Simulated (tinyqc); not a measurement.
Worked calculation: Hubbard chain of 3 sites. Computed by tinyqc, a small Python program that keeps every step. Settings: hopping = 0.76, U = 6.9, mixing = 1, iteration cap = 56. Command: `OMP_NUM_THREADS=1 python tinyqc.py 20879 20880 out.jsonl` (the two numbers bound the seeds that draw the settings). One thread of a shared host (Intel(R) Xeon(R) Processor @ 2.60GHz), about 0.2 s of CPU time with the checks. Later iterations appear only in the table of the cycle.

## Mean-field iteration 1

one-body matrix (hopping and site energies) (eV):
```
,1,2,3
1,0.000000,-0.760000,0.000000
2,-0.760000,0.000000,-0.760000
3,0.000000,-0.760000,0.000000
```

U = 6.900000 eV

electrons, up and down: 1  1

mixing = 1

n(up) at the start (a guess, not normalised): 1 0.333000, 2 0.333000, 3 0.333000

n(down) at the start (a guess): 1 0.333000, 2 0.333000, 3 0.333000

H(up) = T + U n(down), H(down) = T + U n(up); fill the lowest levels; n(new) = n + mixing (n(out) - n); E = tr T (rho up + rho down) + U sum n_up n_down of the output.

levels, up (eV): 1.222898  2.297700  3.372502

levels, down (eV): 1.222898  2.297700  3.372502

energy = 0.437895 eV

n(up) after iteration 1: 1 0.250000, 2 0.500000, 3 0.250000

n(down) after iteration 1: 1 0.250000, 2 0.500000, 3 0.250000

## Mean-field iteration 2

As before.

levels, up (eV): 1.209419  1.725000  3.965581

levels, down (eV): 1.209419  1.725000  3.965581

energy = 0.844898 eV

n(up) after iteration 2: 1 0.406468, 2 0.187065, 3 0.406468

n(down) after iteration 2: 1 0.406468, 2 0.187065, 3 0.406468

## Mean-field iteration 3

As before.

levels, up (eV): 0.733092  2.804627  3.362281

levels, down (eV): 0.733092  2.804627  3.362281

energy = 2.681116 eV

n(up) after iteration 3: 1 0.106051, 2 0.787899, 3 0.106051

n(down) after iteration 3: 1 0.106051, 2 0.787899, 3 0.106051

## Convergence

Each step fills the lowest levels of T + U n(other spin) and sets n(new) = n + mixing (n(out) - n); stop when output and input agree to 1e-8.

Course of the cycle:
```
iteration,E (eV),largest |n(out) - n(in)|,mean |n_up - n_down|
1,0.43789539,1.67e-01,0.000000
2,0.84489835,3.13e-01,0.000000
3,2.68111642,6.01e-01,0.000000
4,2.26581174,7.43e-01,0.000000
5,4.43248887,8.60e-01,0.000000
6,2.51899052,8.76e-01,0.000000
7,4.55805819,8.83e-01,0.000000
8,2.53091175,8.83e-01,0.000000
9,4.56324316,8.84e-01,0.000000
10,2.53139159,8.84e-01,0.000000
11,4.56345055,8.84e-01,0.000000
...,...,...,...
46,5.18209927,9.24e-01,0.000000
47,2.02441893,9.25e-01,0.000000
48,5.07358147,9.18e-01,0.000000
49,2.08201310,9.18e-01,0.000000
50,5.00302045,9.14e-01,0.000000
51,2.12252401,9.14e-01,0.000000
52,4.95474149,9.11e-01,0.000000
53,2.15161867,9.11e-01,0.000000
54,4.92059746,9.09e-01,0.000000
55,2.17286387,9.09e-01,0.000000
56,4.89589924,9.08e-01,0.000000
```

Not converged within 56 iterations: the residual has stopped falling: the iteration swings between two states. The lowest mean-field energy found from random starts is -0.98367 eV. Reruns (cap 100 unless said): mixing 0.2: converged in 48 to a higher stationary point (E = 0.23561); mixing 0.5: not converged; mixing 0.9: not converged; the original settings with a cap of 400: not converged.

## The many-body Hamiltonian

Basis: all placements (u, d, 2, 0 on each site), up operators ordered before down ones; hops carry the sign of the same-spin electrons passed.

H (eV):
```
,200,ud0,u0d,du0,020,0ud,d0u,0du,002
200,6.900000,-0.760000,0.000000,-0.760000,0.000000,0.000000,0.000000,0.000000,0.000000
ud0,-0.760000,0.000000,-0.760000,0.000000,-0.760000,0.000000,0.000000,0.000000,0.000000
u0d,0.000000,-0.760000,0.000000,0.000000,0.000000,-0.760000,0.000000,0.000000,0.000000
du0,-0.760000,0.000000,0.000000,0.000000,-0.760000,0.000000,-0.760000,0.000000,0.000000
020,0.000000,-0.760000,0.000000,-0.760000,6.900000,-0.760000,0.000000,-0.760000,0.000000
0ud,0.000000,0.000000,-0.760000,0.000000,-0.760000,0.000000,0.000000,0.000000,-0.760000
d0u,0.000000,0.000000,0.000000,-0.760000,0.000000,0.000000,0.000000,-0.760000,0.000000
0du,0.000000,0.000000,0.000000,0.000000,-0.760000,0.000000,-0.760000,0.000000,-0.760000
002,0.000000,0.000000,0.000000,0.000000,0.000000,-0.760000,0.000000,-0.760000,6.900000
```

## Exact diagonalisation (9 states)

Lowest levels of the sector, and the double occupancy of the lowest state.

lowest levels (eV): -1.306496  -1.074802  -0.163544  0.000000  0.826712  1.074802

double occupancy per site = 0.009925

## The lowest level by Lanczos steps

From a random start vector (not printed): a_j = <q_j|H|q_j>, b_j = norm of the remainder after orthogonalising; the Ritz value is the lowest eigenvalue of the tridiagonal matrix of a and b so far.

Lanczos:
```
j,a_j (eV),b_j (eV),lowest Ritz value (eV)
1,2.767534,3.962804,2.76753393
2,3.638141,1.136962,-0.78380351
3,0.497921,1.320836,-1.15195698
4,5.165072,2.976724,-1.21048221
5,1.927934,0.570335,-1.26386292
6,-0.688684,1.181121,-1.28709643
7,6.414953,1.414573,-1.30177211
8,0.426984,0.445360,-1.30612331
9,0.550144,0,-1.30649642
```
